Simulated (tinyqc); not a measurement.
Thin film between two gates, subbands and threshold shift from confinement: one step of the calculation.

Undoped body with a flat potential across it, hard walls, transport along x. Three valley pairs (g = 2 each) with the longitudinal mass along x, y or z. Non-parabolicity enters the subband edges through E (1 + al E) = gamma, so E = 2 gamma/(1 + sqrt(1 + 4 al gamma)); motion within a subband is taken as parabolic with the band-edge mass. Energies are counted from the bulk band edge.

Task. Lowest subbands. gamma = C (pi k/(t + dl))^2/mz, C = hbar^2/(2 m0). List the 6 lowest, labelled by valley axis and quantum numbers, with degeneracy g and N_k: N_k = g sqrt(mx my) m0 kB T/(pi hbar^2).

Values chosen for this exercise; masses close to those of silicon:
```
symbol  value  unit                                                meaning
T         300     K                                            temperature
ml      0.925    m0                                      longitudinal mass
mt      0.193    m0                                        transverse mass
al        0.5  1/eV                                       non-parabolicity
t         8.3    nm                               film thickness (along z)
dl          0    nm  widening of the box by penetration into the insulator
```

Constants: q = 1.602176634e-19 C, kB = 1.380649e-23 J/K, hbar = 1.054571817e-34 J s, m0 = 9.1093837015e-31 kg, Vt = kB T/q, hbar^2/(2 m0) = 0.0380998212 eV nm^2. Results are converted to the units shown.

Give: E_k; g; N_k.

Result.

```
subband  E_k (eV)  g  N_k (cm^-2)
z1       0.005884  2     4.168e12
z2        0.02333  2     4.168e12
x1        0.02789  2     9.126e12
y1        0.02789  2     9.126e12
z3        0.05177  2     4.168e12
z4        0.09034  2     4.168e12
```

tinyqc, about 0.06 s, one thread, Intel Xeon 2.30GHz (shared host): `OMP_NUM_THREADS=1 python tinyqc.py 2350127 2350128 out.jsonl`
